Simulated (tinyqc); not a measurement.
Random telegraph noise from one oxide trap in a small MOSFET: one step of the calculation.

An acceptor-like trap exchanges electrons with the channel. Inversion charge Q = Cox u, u = n Vt W0(exp((Vg - VT)/(n Vt))), W0 the Lambert function, n = nf, Cox = eps0 eox/tox; linear regime Id = (W/L) mu Q Vd. Relative to threshold the surface potential rises by Vt ln(u/u0) and the oxide voltage by the rest of Vg - VT, with u0 = n Vt W0(1).

Question. Step height. A = W L; threshold step dV = q (1 - xt/tox)/(Cox A); gm/Id = 1/(u + n Vt); relative step dI/I = (gm/Id) dV + asc mu/A. Id as defined.

Inputs (values chosen for the exercise); values of the order met in silicon transistors: temperature T = 250 K; relative permittivity of the gate insulator (close to silicon dioxide) eox = 3.9; insulator thickness tox = 2.6 nm; depth of the trap from the channel interface xt = 0.86 nm; body factor nf = 1.07; gate width W = 50 nm; gate length L = 81 nm; mobility mu = 290 cm^2/(V s); scattering coefficient of the charged trap asc = 2.8e-16 V s; drain voltage Vd = 0.1 V.

Constants: q = 1.602176634e-19 C, kB = 1.380649e-23 J/K, Vt = kB T/q, eps0 = 8.8541878128e-14 F/cm where lengths are in cm. Results are converted to the units shown.

u = 0.038297658 V
N = 3.1746936e11 cm^-2

Find: electrons in the channel N A; dV; gm/Id; number part of dI/I; dI/I; Id; dI.

Answer.

electrons in the channel N A = 12.86
dV = 1.993 mV
gm/Id = 16.30 1/V
number part of dI/I = 3.249 %
dI/I = 3.450 %
Id = 0.9105 uA
dI = 31.41 nA

Range of the model: VT is taken as given; short-channel effects and the uneven flow of current among few electrons are left out.

tinyqc, about 0.01 s, one thread, Intel Xeon 2.30GHz (shared host): `OMP_NUM_THREADS=1 python tinyqc.py 2710122 2710123 out.jsonl`
